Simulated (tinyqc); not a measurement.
# Frequency dispersion of an accumulation capacitance by border traps, distributed model: capacitance and loss against frequency

Traps spread evenly through the insulator exchange electrons with the semiconductor by tunnelling, with tau(x) = t0 exp(2 ka x) at depth x from the interface. The admittance per area Y seen at depth x obeys dY/dx = -Y^2/(i w eps0 eox) + q Nb ln(1 + i w tau)/tau, with Y(0) = i w Cs and w = 2 pi f; the gate sees Y(tox) = G + i w C. Working variable y = Y/(i w), in uF/cm^2. Cox = eps0 eox/tox.

Cox; trap-free value 1/(1/Cox + 1/Cs); response depth d = ln(1/(w t0))/(2 ka), where w tau = 1; lumped estimate: all traps within d act as C_bt = q Nb d placed at d/2, so C = 1/{1/[1/(1/Cs + d/(2 eps0 eox)) + C_bt] + (tox - d/2)/(eps0 eox)}. C and G from a fine integration; dispersion -d C/d log10 f over C, from f times and over 1.1. For a broad spread of time constants G/w is close to -(pi/2) dC/d ln w.

Inputs (values chosen for the exercise); permittivity close to that of hafnium oxide:
```
symbol   value         unit                                               meaning
eox       19.4                             relative permittivity of the insulator
tox         10           nm                                   insulator thickness
Cs        0.79      uF/cm^2             semiconductor capacitance in accumulation
Nb      8.2e19  cm^-3 eV^-1                               density of border traps
ka         6.1         1/nm  decay constant of the wave function in the insulator
t0       3e-11            s              time constant of a trap at the interface
```

Constants: q = 1.602176634e-19 C, eps0 = 8.8541878128e-14 F/cm where lengths are in cm. Results are converted to the units shown.

The same in every row: trap-free C (uF/cm^2) = 0.5411.

Result of one run:
```
d (nm)  C (uF/cm^2)  G/w (uF/cm^2)  dispersion (% a decade)  -(pi/2) dC/d ln w (uF/cm^2)  lumped C (uF/cm^2)
0.5143       0.8340        0.05013                    8.777                      0.04993              0.7976
```

Which frequency f gave this result: 10, 100, 10000, 1e6 or 1e7 Hz?

f = 1e7 Hz.

The whole series:
```
f (Hz)  d (nm)  C (uF/cm^2)  G/w (uF/cm^2)  dispersion (% a decade)  -(pi/2) dC/d ln w (uF/cm^2)  lumped C (uF/cm^2)
10       1.647        1.176        0.03193                    3.973                      0.03188               1.141
100      1.458        1.128        0.03351                    4.347                      0.03345               1.095
1000     1.269        1.078        0.03551                    4.819                      0.03543               1.046
10000    1.080        1.024        0.03800                    5.426                      0.03790              0.9928
1e5     0.8917       0.9662        0.04114                    6.221                      0.04101              0.9344
1e6     0.7030       0.9034        0.04510                    7.291                      0.04493              0.8699
1e7     0.5143       0.8340        0.05013                    8.777                      0.04993              0.7976
```

C falls from 1.176 to 0.8340 uF/cm^2, towards the trap-free 0.5411; each decade of frequency removes ln 10/(2 ka) = 0.189 nm from the response depth. The dispersion rises from 3.97 to 8.78 % a decade and G/w rises from 0.0319 to 0.0501 uF/cm^2. G/w stays at 1.00 times -(pi/2) dC/d ln w, the relation for a broad spread of time constants.

Computed by the program tinyqc: `OMP_NUM_THREADS=1 python tinyqc.py 2202122 2202123 out.jsonl`, one thread of a shared Intel Xeon 2.30GHz, about 0.7 s for the whole run.
